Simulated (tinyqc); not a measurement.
UKS/PBE in the sto-6g basis, for H4, spin multiplicity 3, step by step. This run ends on a higher stationary point, not on the lowest solution. Computed by tinyqc, a small Python program that keeps every step (integrals from PySCF). Settings: charge = 0, multiplicity = 3, basis = sto-6g, energy threshold = 1e-10, iteration cap = 79, orthogonalisation = symmetric, start = atomic densities, DIIS depth = 0, method = UKS, functional = pbe,pbe, grid = [30, 50]. Command: `OMP_NUM_THREADS=1 python tinyqc.py 30413 30414 out.jsonl` (the two numbers bound the seeds that draw the settings). One thread of a shared host (Intel(R) Xeon(R) Processor @ 2.60GHz), about 3 s of CPU time with the checks.

Geometry (angstrom):
```
atom         x         y         z
H     0.000000  0.000000  0.000000
H     0.000000  0.000000  1.248000
H     0.000000  2.208000  0.000000
H     0.000000  2.208000  1.248000
```

Stop when the energy changes by less than 1e-10 hartree and every element of the error matrix X^T (F D S - S D F) X (for each spin) is below 3e-06.

Course of the cycle:
```
iteration  E (hartree)     change  largest element of the error matrix
1          -1.82044125          -                             2.43e-16
2          -1.91148114  -9.10e-02                             4.82e-15
3          -1.91148114   2.22e-16                             3.58e-14
```

Can the last value be used, and what does the course show?

No, though the log alone does not show it. Converged in 3 iterations. But the solution lies 0.01222 hartree above the reference: it is another stationary point, not the lowest one. Reruns (cap 100 unless said): DIIS 8: converged in 3 to a higher stationary point; damping 0.5: not converged; level shift 0.5: converged in 3 to a higher stationary point; atomic densities as start, DIIS 8: converged in 3 to a higher stationary point. PySCF UKS in the same basis, fine grid, after a stability check = -1.92370568 hartree, which differs from a converged run on this coarse grid by the grid error.
